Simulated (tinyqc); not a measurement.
Worked calculation: rapid thermal processing of a wafer: radiative balance, ramp and cooling, pattern effects, pyrometer error and spike budget. Computed by tinyqc, a small Python program that keeps every step. Command: `OMP_NUM_THREADS=1 python tinyqc.py 3113878 3113879 out.jsonl rtp walk`. One thread of a shared host (Intel(R) Xeon(R) Processor @ 2.30GHz), about 0.04 s of CPU time with the checks. Intermediate numbers are printed to about 5 digits and carried at full precision; extremes and crossings named in words are read from the listed rows.

The wafer is opaque and uniform through its thickness unless said otherwise; temperatures in formulas are in kelvin (C + 273.15). sigma = 5.670374419e-12 W/(cm^2 K^4).

Inputs (values chosen for the exercise, modelled on a hot silicon wafer): wafer thickness d = 725 micrometre; heat capacity per volume C = 2.23 J/(cm^3 K); thermal conductivity k = 0.23 W/(cm K); emissivity eps of each face = 0.67; reflectivity of the chamber walls r = 0.5; gas heat-transfer coefficient h, both faces together = 0.53 mW/(cm^2 K); wall temperature T_w = 700 K; process temperature = 952 C; starting temperature = 550 C; ramp rate = 70 K/s; relative change of absorptivity over a pattern = 11 %; period of the pattern = 8.9 mm; pyrometer wavelength = 0.95 micrometre; error of the assumed emissivity = 8.6 %; activation energy of the process E_a = 4 eV.

Constants: k_B = 8.617333262e-05 eV/K; h = 6.62607015e-34 J s; c = 299792458 m/s; k_B = 1.380649e-23 J/K.

## Power to hold and to ramp

Effective emissivity between parallel grey plates: eps_eff = 1/(1/eps + 1/(1 - r) - 1). Loss per area q(T) = 2 eps_eff sigma (T^4 - T_w^4) + h (T - T_w). Absorbed power during a ramp = q(T) + C d x ramp rate; thermal time constant tau = C d/(dq/dT), dq/dT = 8 eps_eff sigma T^3 + h; natural cooling rate q/(C d); front-to-back difference under one-sided heating at the end of the ramp = (absorbed power) d/(2 k).

eps_eff = 0.40120

holding power q = 9.4367 W/cm^2

power at the end of the ramp = 20.754 W/cm^2

dq/dT = 33.998 mW/(cm^2 K)

time constant tau = 4.7554 s

natural cooling rate = 58.368 K/s

front-to-back difference = 3.2710 K

Radiation carries 97 % of the loss. The ramp needs 2.2 times the holding power.

## Cooling curve

Cooling with the lamps off: C d dT/dt = -q(T), integrated adaptively (relative tolerance 1e-10).

Lamps off at t = 0:
```
t (s)   T (C)  cooling rate (K/s)
0.48   925.32              52.936
0.95   901.54              48.385
1.90   859.27              40.940
3.30   807.89              32.928
4.80   763.33              26.825
7.10   709.53              20.413
12.00  630.68              12.692
19.00  562.62               7.419
```

The rate falls from 58.4 K/s at t = 0 to 7.42 K/s in the last row.

## Thermal budget of a spike

Spike anneal: linear ramp to the peak, then lamps off. Equivalent time at the peak = int exp(-(E_a/k_B)(1/T - 1/T_peak)) dt; estimate (k_B T^2/E_a)(1/ramp rate + 1/cooling rate). The ramp part uses 4000 trapezoid steps, the cooling part 4000 steps over 4 tau. Time within 50 K of the peak from the same curves.

equivalent time, ramp = 0.43931 s

equivalent time, cooling = 0.59166 s

equivalent time, total = 1.0310 s

estimate = 1.0160 s

time within 50 K of the peak = 1.6548 s

Cooling supplies 57 % of the budget.

## What a faster ramp buys

The formulas are those given above.

Against the ramp rate:
```
ramp (K/s)  ramp part (s)  cooling part (s)  total (s)  power at the peak (W/cm^2)
10                 3.0752           0.59166     3.6669                       11.05
25                 1.2301           0.59166     1.8217                       13.48
50                 0.6150           0.59166     1.2067                       17.52
100                0.3075           0.59166     0.8992                       25.60
250                0.1230           0.59166     0.7147                       49.86
500                0.0615           0.59166     0.6532                       90.27
1000               0.0308           0.59166     0.6224                      171.11
```

From 10 to 100 K/s the total falls by a factor 4.1, from 100 to 1000 K/s by 1.44: the cooling part, 0.592 s, is a floor, and the natural cooling rate here is 58.4 K/s.

## Pattern effect

At steady state a sinusoidal change of absorbed power of relative amplitude a and period p gives the temperature amplitude a q/(dq/dT + k d (2 pi/p)^2); healing length l = sqrt(k d/(dq/dT)); process change = E_a dT/(k_B T^2). Emissivity is taken as unchanged.

healing length l = 7.0034 mm

amplitude without lateral conduction = 30.532 K

amplitude = 1.1999 K

change of the process rate = 3.7108 %

Lateral conduction cuts the amplitude to 3.9 %, since p/(2 pi l) = 0.20.

## Pyrometer error

Signal proportional to eps/(exp(c2/(lambda T)) - 1), c2 = h c/k_B. If the assumed emissivity is too high by the given error, the reading T' solves (1 + error)/(exp(c2/(lambda T')) - 1) = 1/(exp(c2/(lambda T)) - 1). Wien estimate: T' - T = -lambda T^2 ln(1 + error)/c2. Process rates go as exp(-E_a/(k_B T)).

c2 = 14388 micrometre K

c2/(lambda T) = 12.362

reading less true temperature = -8.1223 K

Wien estimate = -8.1765 K

rate at T over rate at T', less 1 = 28.770 %

Checks made by the program: cooling time against quadrature of C d dT/q (relative difference 5e-08).
